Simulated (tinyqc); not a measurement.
Long-channel MOSFET, surface-potential model: potential, charge and velocity along the channel.

n-channel transistor on a uniformly doped p-type body, gradual-channel approximation, constant mobility, Boltzmann statistics, full ionisation. Potentials are counted from the neutral body; V is the electron quasi-Fermi potential, Vsb at the source and Vsb + Vds at the drain. Charges are magnitudes per area.

ni = sqrt(Nc Nv) exp(-Eg/(2 Vt)), Eg in volts; phiF = Vt ln(Na/ni); Cox = eps0 eox/tox; gamma = sqrt(2 q eps0 eps_r Na)/Cox. The surface potential psi at channel potential V solves Vgs + Vsb - Vfb - psi = gamma sqrt(G), G = psi - Vt + Vt exp((psi - 2 phiF - V)/Vt). Charge sheet: Qi = Cox gamma [sqrt(G) - sqrt(psi - Vt)]; I = mu (W/L) [integral of Qi dpsi from psi_0 to psi_L (drift) + Vt (Qi0 - QiL) (diffusion)], with psi_0 at V = Vsb and psi_L at V = Vsb + Vds. The current is the same at every point, so the place y where the channel potential is Vsb + v follows from y/L = I(Vds = v)/I(Vds); the mean carrier velocity is I/(W Qi).

Parameters, values chosen for the exercise; material values those of a made-up semiconductor: temperature T = 350 K; band gap Eg = 1.4 eV; relative permittivity of the semiconductor eps_r = 15.1; conduction-band density of states at T Nc = 5.25e17 cm^-3; valence-band density of states at T Nv = 1.07e19 cm^-3; acceptor density of the body Na = 1.9e16 cm^-3; relative permittivity of the gate insulator eox = 3.74; insulator thickness tox = 1.7 nm; flat-band voltage Vfb = -0.88 V; channel mobility mu = 470 cm^2/(V s); gate width W = 10 um; gate length L = 1 um; source-body reverse bias Vsb = 0 V; gate-source voltage Vgs = 1.74 V; drain-source voltage Vds = 0.2 V.

Constants: q = 1.602176634e-19 C, kB = 1.380649e-23 J/K, Vt = kB T/q, eps0 = 8.8541878128e-14 F/cm where lengths are in cm. Results are converted to the units shown.

Along the channel:
```
v (V)	psi (V)	Qi (nC/cm^2)	y/L	velocity (cm/s)
0.025	1.435	2201	0.1352	8.586e5
0.05	1.459	2154	0.2675	8.774e5
0.075	1.482	2107	0.3969	8.970e5
0.1	1.506	2060	0.5233	9.175e5
0.125	1.530	2013	0.6468	9.390e5
0.15	1.554	1966	0.7675	9.614e5
0.175	1.577	1919	0.8852	9.849e5
0.2	1.601	1872	1.000	1.010e6
```

What does the table show?

Half of the listed voltage range, v = 0.1 V, is reached at y/L = 0.523. The charge falls from 2200 to 1870 nC/cm^2 over the rows, so the velocity rises by a factor of 1.18 to keep the current constant.

Computed by the program tinyqc: `OMP_NUM_THREADS=1 python tinyqc.py 2360078 2360079 out.jsonl`, one thread of a shared Intel Xeon 2.30GHz, about 0.04 s for the whole run.
